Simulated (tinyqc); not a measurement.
Screening of the starting offset: band offset of a heterojunction with an interface dipole (two-band chains, self-consistent charge).

Sites alternate A, C. Left: A at -G1/2, C at +G1/2, hopping -t1; right: A at D - G2/2, C at D + G2/2, hopping -t2; the bonds across the two interfaces of a ring (C left to A right, C right to A left) have -sqrt(t1 t2). D is the offset of the mid-gaps, so Ev(right) - Ev(left) = D - (G2 - G1)/2 and Ec(right) - Ec(left) = D + (G2 - G1)/2. The closing bond has its sign reversed (antiperiodic ring). Half the levels are filled with two electrons each. The charge moved is q = (electrons on the left) less one a site; the mean over the two interfaces, q/2, is taken as the charge that crosses each, and its dipole opposes the offset: D = D0 - u q/2.

From here on the ring has 24 cells a side.

Parameters, chosen for this exercise (gaps near those of GaAs and AlAs; the chains and D0 are free models, so the offsets are not those of the real pair; shifted at random, so the results belong to these values and not to a real crystal):

| symbol | value | unit | meaning |
|---|---|---|---|
| G1 | 1.37 | eV | gap on the left |
| G2 | 2.15 | eV | gap on the right |
| t1 | 2.3 | eV | hopping on the left |
| t2 | 2.24 | eV | hopping on the right |
| u | 4.3 | eV | potential step per electron moved across |

chi = 0.304300 1/eV

D0 is varied; the self-consistent D is found by bisection. chi = dq/dD at D = 0; the linear rule is D = S D0 with S = 1/(1 + u chi/2). The gap of the junction closes (type III) at |D| = (G1 + G2)/2.

Against D0:

| 2 D0/(G1 + G2) | D0 (eV) | q at D0 | D (eV) | D/D0 | linear (eV) |
|---|---|---|---|---|---|
| -0.85 | -1.496 | -0.5397 | -0.8847 | 0.5914 | -0.9043 |
| -0.30 | -0.528 | -0.1638 | -0.3183 | 0.6028 | -0.3192 |
| -0.15 | -0.264 | -0.0807 | -0.1595 | 0.6041 | -0.1596 |
| 0.10 | 0.176 | 0.0537 | 0.1064 | 0.6043 | 0.1064 |
| 0.25 | 0.440 | 0.1357 | 0.2655 | 0.6033 | 0.2660 |
| 0.50 | 0.880 | 0.2827 | 0.5279 | 0.5999 | 0.5320 |
| 0.80 | 1.408 | 0.4964 | 0.8347 | 0.5928 | 0.8511 |
| 0.95 | 1.672 | 0.6416 | 0.9834 | 0.5881 | 1.0107 |

Give the missing row, 2 D0/(G1 + G2) = -0.55, D0 (eV) = -0.968.

Computed row:
```
2 D0/(G1 + G2)  D0 (eV)  q at D0   D (eV)    D/D0  linear (eV)
-0.55            -0.968  -0.3146  -0.5798  0.5989      -0.5852
```

D/D0 lies between 0.588 and 0.604, against S = 0.605 from chi at D = 0; the linear rule misses by at most 27 meV. q is odd in D. Less than half of the starting offset is screened, so the natural line-up still counts most.

Run: tinyqc, `OMP_NUM_THREADS=1 python tinyqc.py 1452048 1452049 out.jsonl`; Intel(R) Xeon(R) Processor @ 2.30GHz, one thread, shared host; about 0.3 s of CPU time with all checks.
